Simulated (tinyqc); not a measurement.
Inside a calculation. Model: ballistic Schottky-barrier transistor with a one-dimensional channel, WKB contacts.

tinyqc, about 0.05 s, one thread, Intel Xeon 2.30GHz (shared host): `OMP_NUM_THREADS=1 python tinyqc.py 2390071 2390072 out.jsonl` Printed values are rounded.

Source Fermi level 0, drain Fermi level -Vd. Far from the contacts Ec = pn - psi, and the gate moves psi one to one; the band edges relax as exp(-x/lam) from pn at the source and pn - Vd at the drain; Ev = Ec - Eg. A carrier of energy w inside the channel band meets at a contact a barrier of height D (the contact edge beyond the channel edge): T = 1 for w >= D, else exp(-S), S = 4 lam sqrt(m/C) [sqrt(D - w) - sqrt(w) arctan sqrt((D - w)/w)], C = hbar^2/(2 m0). The two contacts combine as Ts Td/(Ts + Td - Ts Td).

Inputs (values chosen for the exercise); channel values close to those of a germanium nanowire:
```
symbol,value,unit,meaning
T,300,K,temperature
Eg,0.66,eV,band gap
pn,0.5,eV,barrier for electrons at both contacts
mn,0.12,m0,electron mass
mp,0.15,m0,hole mass
g,2,,valleys or subbands
lam,3,nm,screening length at the contacts
Vd,0.5,V,drain bias
ps,-0.11,V,band shift psi of the channel by the gate
w0,0.14,eV,energy of one carrier inside the channel band
wm,0.79,eV,upper end of the grid
nE,17,,points of the grid
```

Constants: q = 1.602176634e-19 C, kB = 1.380649e-23 J/K, hbar = 1.054571817e-34 J s, h = 6.62607015e-34 J s, m0 = 9.1093837015e-31 kg, Vt = kB T/q, hbar^2/(2 m0) = 0.0380998212 eV nm^2. Results are converted to the units shown.

Range of the model: No scattering, image-force lowering, channel charge or band-to-band tunnelling; parabolic kappa overstates S deep in the gap.

## Band edges and barriers

Electrons: Ds = psi, Dd = psi - Vd, Es = Ec, Ed = Ec + Vd. Holes: Ds = -psi, Dd = Vd - psi, Es = -Ev, Ed = -Ev - Vd. The size of each current is taken; both flow from drain to source and add.

Ec = 0.61 eV
Ev = -0.05 eV
D for electrons (eV): source -0.1100000, drain -0.6100000
D for holes (eV): source 0.1100000, drain 0.6100000

A negative D is no barrier. Here the holes carry the larger current.

## Transmission of one of the holes

S and T at both contacts for w = w0, and the tunnelling distance lam ln(D/w) at the higher barrier.

S at the source = 0
S at the drain = 6.780197
combined T = 0.001136051
tunnelling distance = 4.415450 nm

## Current of the holes on a coarse grid

I = g (2 q^2/h) int T(w) [f(Es + w) - f(Ed + w)] dw, f(y) = 1/(1 + exp(y/Vt)). Electrons: Ds = psi, Dd = psi - Vd, Es = Ec, Ed = Ec + Vd. Holes: Ds = -psi, Dd = Vd - psi, Es = -Ev, Ed = -Ev - Vd. The size of each current is taken; both flow from drain to source and add. Simpson's rule on nE equally spaced w from 0 to wm.

| point | w (eV) | Ts | Td | T | size of the supply difference |
|---|---|---|---|---|---|
| 0 | 0.0000000 | 3.718601e-4 | 8.388015e-9 | 8.387826e-9 | 0.8737010 |
| 1 | 0.0493750 | 0.2378233 | 1.598970e-5 | 1.598888e-5 | 0.9790406 |
| 2 | 0.0987500 | 0.9140788 | 2.317292e-4 | 2.317241e-4 | 0.9968384 |
| 3 | 0.1481250 | 1 | 0.001489714 | 0.001489714 | 0.9995222 |
| 4 | 0.1975000 | 1 | 0.006244743 | 0.006244743 | 0.9998732 |
| 5 | 0.2468750 | 1 | 0.01979814 | 0.01979814 | 0.9996029 |
| 6 | 0.2962500 | 1 | 0.05117346 | 0.05117346 | 0.9973924 |
| 7 | 0.3456250 | 1 | 0.1126322 | 0.1126322 | 0.9826625 |
| 8 | 0.3950000 | 1 | 0.2168586 | 0.2168586 | 0.8935469 |
| 9 | 0.4443750 | 1 | 0.3714361 | 0.3714361 | 0.5541826 |
| 10 | 0.4937500 | 1 | 0.5712471 | 0.5712471 | 0.1554703 |
| 11 | 0.5431250 | 1 | 0.7901370 | 0.7901370 | 0.02653917 |
| 12 | 0.5925000 | 1 | 0.9699870 | 0.9699870 | 0.004021198 |
| 13 | 0.6418750 | 1 | 1 | 1 | 5.975610e-4 |
| 14 | 0.6912500 | 1 | 1 | 1 | 8.854008e-5 |
| 15 | 0.7406250 | 1 | 1 | 1 | 1.311322e-5 |
| 16 | 0.7900000 | 1 | 1 | 1 | 1.942006e-6 |

current = 5.421600 uA

A converged quadrature gives 5.382 uA; this grid is 0.74 % above that. 0.153 % of it passes over both barriers, the rest tunnels. The other carrier adds 2.27e-10 uA.
